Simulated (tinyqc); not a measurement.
Inside a calculation: thresholds of impact ionisation and Auger recombination from band masses. Values are carried at full precision from step to step, so a last printed digit may differ when a step is redone from the rounded ones.

Parabolic bands, no phonon. At threshold the three slow carriers share one velocity. With M their total mass and m4 the mass of the fast carrier, the fast carrier has the kinetic energy E_T = G M/(M - m4) and the slow ones together E_a = G m4/(M - m4), the activation energy of the Auger rate. CCCH (fast electron): G = Eg, M = 2 me + mh, m4 = me. CHHS (hole into the split-off band): G = Eg - Dso, M = 2 mh + me, m4 = ms; this form holds for Eg > Dso (below, the process needs about Dso - Eg and is marked by a dash). CHHL (hole into the light band): G = Eg, M = 2 mh + me, m4 = ml. CHHH (fast heavy hole): G = Eg, M = 2 mh + me, m4 = mh.

Constants: kB = 8.617333262e-05 eV/K; hbar^2/2m0 = 3.80998211 eV angstrom^2.

Parameters, chosen for this exercise (near those of InAs, gap at low temperature and not tied to T; the results hold for these values, not for the real material): Eg = 0.42 eV (gap at Gamma to the s-like level); Dso = 0.39 eV (spin-orbit splitting); me = 0.026 m0 (electron mass at Gamma); mh = 0.43 m0 (heavy-hole mass); ms = 0.131 m0 (split-off mass); ml = 0.027 m0 (light-hole mass); T = 300 K (temperature).

## Thresholds of four processes

Give G, M, m4, E_T, E_a and E_a/kT.

Results:
```
process  G (eV)       M      m4  E_T (eV)  E_a (eV)  E_a/kT
CCCH     0.4200  0.4820  0.0260    0.4439    0.0239    0.93
CHHS     0.0300  0.8860  0.1310    0.0352    0.0052    0.20
CHHL     0.4200  0.8860  0.0270    0.4332    0.0132    0.51
CHHH     0.4200  0.8860  0.4300    0.8161    0.3961   15.32
```

The lowest activation energy is that of CHHS (5 meV), then CHHL (13 meV). CHHS leads because G = Eg - Dso is small. At equal G a light fast carrier takes up the energy with little momentum, so little is asked of the slow ones; CHHH asks 0.94 Eg. For equal masses E_T would be 3/2 Eg; for electrons here it is 1.057 Eg.

## Momenta at the CCCH threshold

At the threshold of the parabolic CCCH process the fast electron has E_T = Eg M/(M - me), M = 2 me + mh, and the slow carriers E_a = E_T - Eg together. It has k4 = sqrt(me E_T/c), c = hbar^2/2m0; the slow carriers share k4 in proportion to their masses. Give the wave vectors and kinetic energies, and check that they add up to E_a.

k4 = 0.05504 1/angstrom

electron, electron, hole (1/angstrom): [0.00297, 0.00297, 0.04910]

their kinetic energies (meV): [1.29, 1.29, 21.36]

sum = 23.95 meV

The hole carries 89 % of the momentum and of the energy of the slow carriers.

## Non-parabolicity raises the threshold

Non-parabolic fast electron: E (1 + alpha E) = c k^2/me with alpha = (1 - me)^2/Eg; the slow carriers stay parabolic, so E_T = Eg + me E_T (1 + alpha E_T)/M, M = 2 me + mh (the root between Eg and 1.9 Eg).

Give alpha, E_T, E_a = E_T - Eg and k4.

alpha = 2.2588 1/eV
E_T = 0.4727 eV
E_a = 0.0527 eV
k4 = 0.08167 1/angstrom

E_a is 2.20 times the parabolic value, since an electron at E_T above the edge has 1 + alpha E_T = 2.07 times the squared momentum, and E_T itself is 1.06 times higher.

## Temperature dependence

For non-degenerate carriers at fixed densities the Auger coefficient goes as exp(-E_a/kT), up to slowly varying powers of T. Give exp(-E_a/kT) for the parabolic and the non-parabolic CCCH value, and the characteristic temperature T0 = kT^2/E_a of each.

Boltzmann factors: [0.3960, 0.1301]

T0 (K): [324, 147]

Non-parabolicity lowers the factor by 3.0 times; direct CCCH stays open at this temperature.

## Checks

- Largest energy that an electron at k4 can give to a pair, by numerical search, against Eg (eV): both 0.4200.

Computed by tinyqc, a small Python program: `OMP_NUM_THREADS=1 python tinyqc.py 1880636 1880637 out.jsonl` (the numbers bound the seed that draws the inputs); one thread of a shared host (Intel(R) Xeon(R) Processor @ 2.30GHz), about 0.01 s for the whole set of steps.
